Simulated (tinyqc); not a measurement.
Born-Mayer model of an ionic crystal AB: one step, computed by the program tinyqc. Command: `OMP_NUM_THREADS=1 python tinyqc.py 3021856 3021857 out.jsonl bornmayer walk`. One thread of a shared host (Intel(R) Xeon(R) Processor @ 2.30GHz), about 0.01 s of CPU time with the checks.

Energies are per ion pair and r is the nearest distance of unlike ions.

Question. Terms of the lattice energy. Madelung constant M, unlike neighbours z1, like neighbours z2 at f r, volume per pair: rock salt 1.747565, 6, 12, sqrt2, 2 r^3; caesium chloride 1.762675, 8, 6, 2/sqrt3, 8 r^3/(3 sqrt3); zinc blende 1.638055, 4, 12, sqrt(8/3), 16 r^3/(3 sqrt3). U(r) = -M z^2 e^2/(4 pi eps_0 r) + z1 lambda exp(-r/rho).

Inputs (values chosen for the exercise, for a model salt): ionic charge z = 2; unlike repulsion lambda = 3570 eV; range rho = 0.316 angstrom.

Structure: rock salt. Short range: nearest neighbours only.

equilibrium distance r0 = 2.681238 angstrom

Constants: e^2/(4 pi eps_0) = 14.39964548 eV angstrom.

Give: terms; lattice energy U.

Answer.

terms (eV): Coulomb -37.541, unlike repulsion 4.424

lattice energy U = -33.117 eV per pair

The short-range terms together cancel 11.8 % of the Coulomb energy, which is rho/r0 = 0.1179: U = -(M z^2 e^2/(4 pi eps_0 r0))(1 - rho/r0).
